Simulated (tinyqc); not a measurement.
Thermionic-field emission through a Schottky barrier, WKB: two steps of the calculation.

Metal on an n-type semiconductor with one parabolic valley; V > 0 is forward bias (metal positive). Energies E are counted from the conduction edge of the neutral semiconductor, whose Fermi level lies at -xi; that of the metal lies at -xi - V. The barrier is a parabola of height Vd = phi - xi - V (depletion approximation, no image force).

Inputs (values chosen for the exercise); band and dielectric values close to those of gallium arsenide: temperature T = 300 K; electron mass me = 0.0679 m0; relative permittivity eps_r = 12.7; barrier height seen from the metal phi = 0.75 eV; donor density Nd = 1.2e19 cm^-3; bias V = 0.075 V; points of the energy grid nE = 11; upper end of the energy grid Eb = 0.68 eV.

Constants: q = 1.602176634e-19 C, kB = 1.380649e-23 J/K, hbar = 1.054571817e-34 J s, h = 6.62607015e-34 J s, m0 = 9.1093837015e-31 kg, Vt = kB T/q, eps0 = 8.8541878128e-14 F/cm where lengths are in cm. Results are converted to the units shown.

Problem 1. Fermi level, barrier and E00. Nc = 2 (2 pi me m0 kB T/h^2)^1.5 (times 1e-6 for cm^-3); Nd = Nc F12(-xi/Vt), F12(x) = (2/sqrt(pi)) int_0^infinity sqrt(u)/(1 + exp(u - x)) du; E00 = (hbar/2) sqrt(Nd/(me m0 eps0 eps_r)) in SI units (volts). W = sqrt(2 eps0 eps_r Vd/(q Nd)).

Give: Nc; xi; Vd; W; E00; E00/Vt.

Solution 1.

Nc = 4.440e17 cm^-3
xi = -0.2795 eV
Vd = 0.9545 V
W = 10.57 nm
E00 = 69.26 meV
E00/Vt = 2.679

By a common rule of thumb, E00/Vt below 0.5 marks thermionic emission, 0.5 to 5 thermionic-field emission and above 5 field emission. By that rule alone: thermionic-field emission; with a high barrier, tunnelling near its top can carry most of the current even below 0.5.

Problem 2. Current density on a coarse grid. For E < Vd, ln T(E) = -(Vd/E00) [sqrt(1 - y) - y ln((1 + sqrt(1 - y))/sqrt(y))], y = E/Vd; T(E) = 1 above. J = A* T (q/kB) int_0^infinity T(E) N(E) dE, N = ln[(1 + exp((-xi - E)/Vt))/(1 + exp((-xi - V - E)/Vt))], A* = 4 pi q me m0 kB^2/h^3 (times 1e-4 for A/(cm^2 K^2)). Simpson's rule on nE equally spaced points from 0 to Eb.

xi = -0.27950545 eV
Vd = 0.95450545 V
E00 = 69.259791 meV

Wanted: E; T(E); N; T(E) N; J.

Solution 2.

```
point  E (eV)      T(E)         N    T(E) N
0      0.0000  1.035e-6     2.901  3.001e-6
1      0.0680  1.210e-5     2.896  3.505e-5
2      0.1360  7.036e-5     2.837  1.996e-4
3      0.2040  3.103e-4     2.270  7.044e-4
4      0.2720  0.001134    0.7779  8.823e-4
5      0.3400  0.003581   0.08668  3.104e-4
6      0.4080  0.009995  0.006535  6.532e-5
7      0.4760   0.02503  4.725e-4  1.183e-5
8      0.5440   0.05676  3.405e-5  1.933e-6
9      0.6120    0.1172  2.454e-6  2.875e-7
10     0.6800    0.2208  1.768e-7  3.903e-8
```

J = 4217 A/cm^2

The integrand peaks at E = 0.272 eV among these points, 0.28 of the barrier height.

Range of the model: The depletion approximation, a parabolic band and the neglect of image-force lowering make these currents estimates at high doping.

tinyqc, about 0.06 s, one thread, Intel Xeon 2.30GHz (shared host): `OMP_NUM_THREADS=1 python tinyqc.py 2640145 2640146 out.jsonl`
